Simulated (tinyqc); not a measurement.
Voltage drop against the factor on the load at the hot node.

A grid of 17 by 17 nodes with segments Rx (rows) and Ry (columns); every node draws I1 and the central node kh I1; pads with resistance Rp sit at the nodes whose row and column are multiples of the pitch, counting from 0. The drops u = Vdd - V follow from G u = i, with G the conductance matrix and i the load currents, solved directly. Here the pitch is 4.

Inputs (values chosen for the exercise): supply voltage Vdd = 0.75 V; resistance of a horizontal segment Rx = 0.22 ohm; resistance of a vertical segment Ry = 0.79 ohm; resistance from a pad node to the supply Rp = 0.053 ohm; load current of a node in the large grid I1 = 0.06 mA.

Result of one run:
```
kh  pads  worst drop (mV)  mean drop (mV)  largest drop at a pad (mV)  largest pad current (mA)  worst drop over Vdd (%)
5     25           0.1945          0.1408                     0.05938                     1.120                  0.02593
```

What becomes of these results when the factor on the load at the hot node kh is changed from 5 to 1, all else the same?

Result of the changed run:
```
kh  pads  worst drop (mV)  mean drop (mV)  largest drop at a pad (mV)  largest pad current (mA)  worst drop over Vdd (%)
1     25           0.1925          0.1401                     0.04926                    0.9295                  0.02567
```

The whole series:
```
kh   pads  worst drop (mV)  mean drop (mV)  largest drop at a pad (mV)  largest pad current (mA)  worst drop over Vdd (%)
1      25           0.1925          0.1401                     0.04926                    0.9295                  0.02567
2      25           0.1930          0.1403                     0.05179                    0.9772                  0.02573
5      25           0.1945          0.1408                     0.05938                     1.120                  0.02593
10     25           0.1972          0.1417                     0.07203                     1.359                  0.02629
20     25           0.2027          0.1434                     0.09733                     1.836                  0.02702
50     25           0.2195          0.1485                      0.1732                     3.268                  0.02927
100    25           0.2997          0.1570                      0.2997                     5.655                  0.03996
```

The worst drop rises from 0.193 to 0.300 mV and the mean drop rises from 0.140 to 0.157 mV. The central node is itself a pad. The drops are linear in the loads, so the mean grows by 1.70e-4 mV for each unit of kh in every row.

Program tinyqc, `OMP_NUM_THREADS=1 python tinyqc.py 2770107 2770108 out.jsonl`; Intel Xeon 2.30GHz, shared host, one thread, about 0.1 s.
